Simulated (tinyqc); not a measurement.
Comparisons within one model: quasiparticle equation with a plasmon-pole self-energy for two band edges. A value that a table varies takes the place of the one given here.

For each edge E = e + X + Sc(E), with the correlation part Sc(E) = A[0]/(E - a + w) + A[1]/(E - b - w); a and b are the valence and conduction energies that enter the Green function (a = ev, b = ec in the one-shot scheme). Z = 1/(1 - dSc/dE), dSc/dE = -A[0]/(E - a + w)^2 - A[1]/(E - b - w)^2.

Values chosen for the exercise (scales of the order of those of GaAs; not measured data):
- ev = 0 eV (mean-field valence top)
- ec = 0.48 eV (mean-field conduction edge)
- w = 14.5 eV (pole energy)
- Av = (45.2, 21.4) eV^2 (weights of the valence state on the hole and electron poles)
- Ac = (19.5, 45.2) eV^2 (the same for the conduction state)
- Xv = -2.14 eV (exchange minus the mean-field potential, valence)
- Xc = 2.54 eV (the same, conduction)

## Schemes compared

Z = 1; linearised; exact one-shot; energies updated in G (a, b); updated in G and W, where w grows by half of the opening of the gap (a rule chosen for the exercise).

Results (eV):

| scheme | Ev | Ec | gap | opening |
|---|---|---|---|---|
| mean field | 0.000 | 0.480 | 0.480 | 0.000 |
| Z = 1 | -0.451 | 1.204 | 1.656 | 1.176 |
| linearised | -0.344 | 1.036 | 1.381 | 0.901 |
| one-shot, exact | -0.344 | 1.034 | 1.378 | 0.898 |
| update G | -0.362 | 1.123 | 1.484 | 1.004 |
| update G and W | -0.423 | 1.189 | 1.612 | 1.132 |

What does this show?

The openings run from 0.898 (one-shot, exact) to 1.176 eV (Z = 1). Linearising moves the gap by 3 meV, updating G +106 meV and updating W a further +128 meV: once Z is kept, the level of self-consistency matters more than linearising.

## The starting point

The mean-field gap is opened by d (ev lowered by d/2, ec raised by d/2) and X is changed by the opposite amounts, so that e + X stays; one-shot and G-updated gaps.

Gaps (eV):

| d | start | one-shot | update G |
|---|---|---|---|
| 0.0 | 0.480 | 1.3778 | 1.4843 |
| 0.2 | 0.680 | 1.3995 | 1.4843 |
| 0.4 | 0.880 | 1.4209 | 1.4843 |
| 0.6 | 1.080 | 1.4422 | 1.4843 |
| 0.9 | 1.380 | 1.4738 | 1.4843 |
| 1.2 | 1.680 | 1.5050 | 1.4843 |
| 1.6 | 2.080 | 1.5460 | 1.4843 |

What can be read from the table?

The one-shot gap moves by a fraction 0.11 of any change of the starting gap, while the updated gap, 1.4843 eV, does not depend on it. The two agree where the start already equals the result, near d = 1.00 eV. A real change of starting point alters the orbitals and the screening too; this model holds both fixed.

## What each parameter does

Exact one-shot edges and Z of the valence state there. Each row changes one parameter from the base and keeps the others.

Results:

| case | Ev (eV) | Ec (eV) | gap (eV) | Z |
|---|---|---|---|---|
| base | -0.3436 | 1.0342 | 1.3778 | 0.7595 |
| w = 15.23 eV | -0.4159 | 1.1158 | 1.5317 | 0.7762 |
| Xv = -2.24 eV | -0.4195 | 1.0342 | 1.4537 | 0.7586 |
| Xc = 2.64 eV | -0.3436 | 1.1103 | 1.4539 | 0.7595 |
| ec = 0.58 eV | -0.3367 | 1.1281 | 1.4648 | 0.7602 |
| Av = (47.46, 21.4) eV^2 | -0.2233 | 1.0342 | 1.2575 | 0.7545 |
| Ac = (19.5, 47.46) eV^2 | -0.3436 | 0.9117 | 1.2554 | 0.7595 |

What does this show?

The largest shifts from the base row, up to three for each result and ties (the steps differ in size, so this ranks the rows, not the parameters). Ev (eV): Av +0.1203, Xv -0.0759, w -0.0723; unchanged at the printed digits by Xc and Ac. Ec (eV): Ac -0.1225, ec +0.0939, w +0.0817; unchanged at the printed digits by Xv and Av. gap (eV): w +0.1539, Ac -0.1225, Av -0.1203. Z: w +0.0168, Av -0.0050, Xv -0.0009; unchanged at the printed digits by Xc and Ac.

(tinyqc, `OMP_NUM_THREADS=1 python tinyqc.py 1880273 1880274 out.jsonl`, Intel(R) Xeon(R) Processor @ 2.30GHz, 1 thread, shared host, about 0.01 s.)
